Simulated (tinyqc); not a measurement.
A discretised effective-mass wire between two leads, recursive Green functions: one step of the calculation.

Finite differences on a grid of step a give a chain with hopping -t, t = C/(m a^2), C = hbar^2/(2 m0), and site energies 2 t + U_i for the N = 8 sites of the device; the semi-infinite leads have site energy 2 t. Each slice is one site, and V = -t couples neighbouring slices.

Task. States fed from the left, and the bond current. The full first column follows backwards from c_N = G_(N,1): c_i = G_(i,1)(forward) + g_i V^dagger c_(i+1). The density of states fed by the left lead is Gamma |c_i|^2/(2 pi), and the current on bond i is 2 t Gamma Im(c_(i+1) conj(c_i)) in units of T(E).

Inputs (values chosen for the exercise): effective mass m = 0.041 m0; grid step a = 1.7 nm.

Constants: q = 1.602176634e-19 C, hbar = 1.054571817e-34 J s, m0 = 9.1093837015e-31 kg, hbar^2/(2 m0) = 0.0380998212 eV nm^2. Results are converted to the units shown.

```
site            g_i (1/eV)  G_(i,1) of the forward pass (1/eV)
1      -1.727441-0.864038i               -1.7274410-0.8640383i
2      -1.911267-0.336443i               -0.9681393-0.7178785i
3      -3.947092-0.552557i               -1.1011827-1.0831181i
4     -8.071414-12.135970i                1.3686828-7.1081341i
5       0.225137-0.727278i                1.5631729+0.8346392i
6      -2.077220-0.332777i                0.9547640+0.7247350i
7      -2.110439-0.154060i                0.6120018+0.5391016i
8      -2.019788-2.041991i                0.0434963+0.7519557i
```

Gamma = 0.46321502 eV

Find: c_i; density fed from the left; bond current.

Result.

```
site     c_i (1/eV)  density fed from the left (1/eV)
1     -2.020-2.042i                            0.6082
2     -1.269-1.486i                            0.2815
3     -0.689-1.128i                            0.1288
4      0.314-0.079i                            0.0077
5      1.124+1.018i                            0.1696
6      1.246+1.492i                            0.2785
7      0.604+1.052i                            0.1084
8      0.043+0.752i                            0.0418
```

bond current, bond 1 to 7: 0.1217  0.1217  0.1217  0.1217  0.1217  0.1217  0.1217

The bond current is the same on every bond and equals T(E): the current is conserved.

tinyqc, about 0.03 s, one thread, Intel Xeon 2.30GHz (shared host): `OMP_NUM_THREADS=1 python tinyqc.py 2660133 2660134 out.jsonl`
